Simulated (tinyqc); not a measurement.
# Correction of a charged-defect supercell by a model charge and potential alignment (plane-averaged potentials), step by step

A worked calculation. Computed by tinyqc, a small Python program that keeps every step. Command: `OMP_NUM_THREADS=1 python tinyqc.py 3113068 3113069 out.jsonl align walk`. One thread of a shared host (Intel(R) Xeon(R) Processor @ 2.30GHz), about 0.01 s of CPU time with the checks. Intermediate numbers are printed to about 6 digits and carried at full precision; extremes and crossings named in words are read from the listed rows.

The "true" defect charge is (1 - x) q in a Gaussian of width sigma plus x q in one of width sigma_t, so the exact answer is known; the correction sees only a single model Gaussian of width sigma_m. A Gaussian of width s has the transform rho(G) = exp(-G^2 s^2/2), normalised to 1. A uniform background cancels q, so G = 0 is left out. Potentials are those felt by a unit positive charge. E_0 is the formation energy of the isolated defect, E_cell its value in the supercell, E_lat = E_iso - E_per of the model charge, C the true less the model potential far from the defect; the exact correction is E_0 - E_cell, and the error of a scheme is E_cell plus its correction less E_0.

Inputs (values chosen for the exercise, with screening close to that of GaAs):
```
quantity                                     value      unit
defect charge q                                 -1         e
dielectric constant eps                         13         -
edge of the cubic cell L                      17.7  angstrom
width sigma of the true defect charge          1.3  angstrom
width sigma_m of the model charge             0.93  angstrom
share x of the charge in a wide tail             0         -
width sigma_t of the tail                      2.1  angstrom
formation energy of the isolated defect E_0      3        eV
```

Constants: e^2/(4 pi eps_0) = 14.39964548 eV angstrom.

## The supercell energy and its true error

Periodic energy E_per = (2 pi q^2/(eps L^3)) (e^2/(4 pi eps_0)) sum_(G != 0) rho(G)^2/G^2, G = (2 pi/L)(n1, n2, n3), |n_i| <= 16. Isolated energy: two Gaussians of charges q_a, q_b and widths a, b interact by q_a q_b (e^2/(4 pi eps_0 eps)) sqrt(2/pi)/sqrt(a^2 + b^2), and the self-energy is half the sum over pairs. Supercell value E_cell = E_0 + E_per - E_iso for the true charge.

E_iso, true charge = 0.240359 eV

E_per, true charge = 0.153701 eV

E_cell = 2.91334 eV

exact correction = 0.0866579 eV

## Lattice energy of the model charge

E_lat = E_iso - E_per for the model charge; point-charge value alpha q^2 e^2/(4 pi eps_0 eps 2 L) with alpha = 2.837297.

E_iso, model = 0.335986 eV

E_per, model = 0.248292 eV

E_lat = 0.0876934 eV

point-charge value = 0.0887789 eV

## Plane-averaged potentials

Plane-averaged potential at distance z from the defect: V(z) = (4 pi q/(eps L^3)) (e^2/(4 pi eps_0 e)) sum_(m != 0) rho(G_m) cos(G_m z)/G_m^2, G_m = 2 pi m/L, |m| <= 40.

Potentials (V):
```
z/L   z (angstrom)        true       model   difference
0.00         0.000  -0.0446124  -0.0501350   0.00552262
0.05         0.885  -0.0404530  -0.0441704   0.00371738
0.10         1.770  -0.0299627  -0.0307780   0.00081530
0.15         2.655  -0.0170839  -0.0164598  -0.00062416
0.20         3.540  -0.0046856  -0.0037062  -0.00097948
0.25         4.425   0.0060756   0.0071062  -0.00103064
0.30         5.310   0.0149179   0.0159532  -0.00103528
0.35         6.195   0.0217987   0.0228342  -0.00103555
0.40         7.080   0.0267137   0.0277493  -0.00103556
0.45         7.965   0.0296627   0.0306983  -0.00103556
0.50         8.850   0.0306457   0.0316813  -0.00103556
```

The difference moves by 0.00 mV between z/L = 0.4 and 0.5: a plateau.

## Alignment and corrected energy

C = difference at z = L/2; E_corr = E_cell + E_lat - q C. For charges that have died out at L/2, C = (2 pi q/(eps L^3)) (e^2/(4 pi eps_0 e)) (<s^2> - sigma_m^2), <s^2> = (1 - x) sigma^2 + x sigma_t^2.

alignment C = -0.00103556 V

C, closed form = -0.00103556 V

E_corr = 3 eV

error with alignment (rounded to 1e-4 meV) = 0 meV

error without alignment = 1.03556 meV

error with the point-charge term alone = 2.12106 meV

error without correction = -86.6579 meV

Errors are measured against E_0. Alignment cuts the error of the model charge from 1.0 to below 0.001 meV.

## Errors against cell size

Schemes: none; point-charge term alpha q^2 e^2/(4 pi eps_0 eps 2 L), alpha = 2.837297; E_lat of the model; E_lat - q C with C at z = L/2.

Error against E_0 (meV):
```
L (angstrom)      none  point charge  model charge  model and alignment
12.4          -120.556       6.16891       3.01183          4.22924e-05
15.0          -101.274       3.48497       1.70146          1.05166e-07
17.7           -86.658       2.12106       1.03556          8.09700e-11
```

Between the last two rows the uncorrected error scales as L^-0.94 and the point-charge remainder as L^-3.00. With alignment the error is 0.0 meV in the smallest cell and 0.00 meV in the largest.

Checks made by the program: E_lat against the point-charge value less 2 pi q^2 sigma_m^2 e^2/(4 pi eps_0 eps L^3) (relative difference 2e-07).
